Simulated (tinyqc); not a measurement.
From results back to parameters: thresholds of impact ionisation and Auger recombination from band masses. Four cases, with inputs chosen for the exercise.

Problem. For parabolic bands the thresholds of impact ionisation are Eg (1 + 2 mu)/(1 + mu) for electrons and Eg (2 + mu)/(1 + mu) for heavy holes, mu = me/mh. Both are given.

Find: Eg; mu.

Method. The sum is 3 Eg; mu = (E_e - Eg)/(2 Eg - E_e).

Case 1.

thresholds for electrons and holes (eV): 0.435243  0.797757

Solution.

Eg = 0.411 eV
mu = 0.0627

Case 2.

thresholds for electrons and holes (eV): 0.891352  1.526648

Solution.

Eg = 0.806 eV
mu = 0.1184

Case 3.

thresholds for electrons and holes (eV): 0.874435  1.501565

Solution.

Eg = 0.792 eV
mu = 0.1162

Case 4.

thresholds for electrons and holes (eV): 0.242725  0.465275

Solution.

Eg = 0.236 eV
mu = 0.0293

Computed by tinyqc, one run a case: `OMP_NUM_THREADS=1 python tinyqc.py N N+1 out.jsonl` with N = 1850299, 1850327, 1850365, 1850376; one thread of a shared Intel(R) Xeon(R) Processor @ 2.30GHz, about 0.01 s a run at most.
